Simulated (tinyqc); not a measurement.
# Off-state leakage of single and stacked transistors: effects of single changes

n-channel devices of unit width. Subthreshold current I(Vg, Vs, Vd) = I0 (T/300 K)^0.5 exp[(Vg - Vs - VT(T) - gb (Vs - Vb) + dd (Vd - Vs))/(nf Vt)] (1 - exp(-(Vd - Vs)/Vt)), VT(T) = VT - cT (T - 300 K). Gate-edge tunnelling Ig (Vd/1 V) exp(ag (Vd - 1 V)), for a gate at 0 V, and band-to-band leakage Ab u exp(-Bb/u), u = Vd - Vb + 1 V, flow at a drain held at V; both are taken as independent of T. In a stack of off transistors (all gates at 0 V) the same subthreshold current passes through each.

Values chosen for this exercise; values of the order met in bulk silicon logic transistors:
- T = 300 K (temperature)
- V = 1 V (supply voltage)
- VT = 0.38 V (threshold at 300 K, zero drain and body bias)
- cT = 0.6 mV/K (fall of the threshold with temperature)
- I0 = 0.16 uA/um (current at threshold at 300 K)
- nf = 1.23 (slope factor)
- dd = 0.04 (drain-induced lowering per volt)
- gb = 0.21 (rise of the threshold per volt of source-body bias)
- Ig = 6e-6 uA/um (gate-edge tunnelling current at 1 V)
- ag = 4.8 1/V (exponential slope of the gate current)
- Ab = 20 uA/(um V) (prefactor of band-to-band leakage at the drain)
- Bb = 27 V (its exponential voltage)
- Vb = -0.3 V (body voltage)

Constants: q = 1.602176634e-19 C, kB = 1.380649e-23 J/K, Vt = kB T/q. Results are converted to the units shown.

Each table varies one quantity; the others keep the values above.

## Subthreshold current against the height of the stack

All n gates at 0 V, bottom source at 0 V, top drain at V; node voltages follow from equal currents.

Results:
```
n	I (nA/um)	reduction factor	drain voltage of the bottom device (mV)	source voltage of the top device (mV)	voltage across the top device (V)
1	5.012e-4	1.000	1000	0	1.000
3	6.416e-5	7.811	15.08	52.29	0.9477
4	4.453e-5	11.25	9.551	61.58	0.9384
5	3.409e-5	14.70	7.000	68.38	0.9316
6	2.761e-5	18.15	5.527	73.74	0.9263
```

Estimate the missing row, n = 2.

Computed row:
```
n	I (nA/um)	reduction factor	drain voltage of the bottom device (mV)	source voltage of the top device (mV)	voltage across the top device (V)
2	1.144e-4	4.380	37.57	37.57	0.9624
```

With this row back in the table: The second transistor cuts the current by a factor of 4.38, the third by a further 1.78 and the sixth by 1.23. The top device keeps 92.6 % of the supply at n = 6, while the drain voltage of the bottom one falls to 0.214 Vt.

## Leakage components against the supply voltage

Same model as above.

One transistor with Vg = Vs = 0, Vd = V; stack factor I(one)/I(two in series).

Result of one run:
```
V (V)	subthreshold (nA/um)	gate edge (nA/um)	band-to-band (nA/um)	total (nA/um)	stack factor	largest part
0.6	3.030e-4	5.278e-4	0.02560	0.02643	3.070	band-to-band
```

What becomes of these results when the supply voltage V is changed from 0.6 to 1.2 V, all else the same?

Result of the changed run:
```
V (V)	subthreshold (nA/um)	gate edge (nA/um)	band-to-band (nA/um)	total (nA/um)	stack factor	largest part
1.2	6.445e-4	0.01880	1.020	1.039	5.316	band-to-band
```

The whole series:
```
V (V)	subthreshold (nA/um)	gate edge (nA/um)	band-to-band (nA/um)	total (nA/um)	stack factor	largest part
0.5	2.672e-4	2.722e-4	0.01101	0.01155	2.831	band-to-band
0.6	3.030e-4	5.278e-4	0.02560	0.02643	3.070	band-to-band
0.7	3.436e-4	9.951e-4	0.05484	0.05618	3.340	band-to-band
0.8	3.897e-4	0.001838	0.1095	0.1117	3.646	band-to-band
0.9	4.419e-4	0.003341	0.2058	0.2096	3.990	band-to-band
1	5.012e-4	0.006000	0.3669	0.3734	4.380	band-to-band
1.1	5.683e-4	0.01067	0.6244	0.6356	4.819	band-to-band
1.2	6.445e-4	0.01880	1.020	1.039	5.316	band-to-band
1.3	7.309e-4	0.03292	1.607	1.641	5.877	band-to-band
1.4	8.289e-4	0.05730	2.452	2.510	6.511	band-to-band
```

As V goes from 0.5 to 1.4, the total leakage rises from 0.0116 to 2.51 nA/um. The band-to-band part leads at V = 0.5 and in all other rows. The reduction by a stack of two rises from 2.83 to 6.51, for the subthreshold part alone.

Computed by the program tinyqc: `OMP_NUM_THREADS=1 python tinyqc.py 2242195 2242196 out.jsonl`, one thread of a shared Intel Xeon 2.30GHz, about 0.04 s for the whole run.
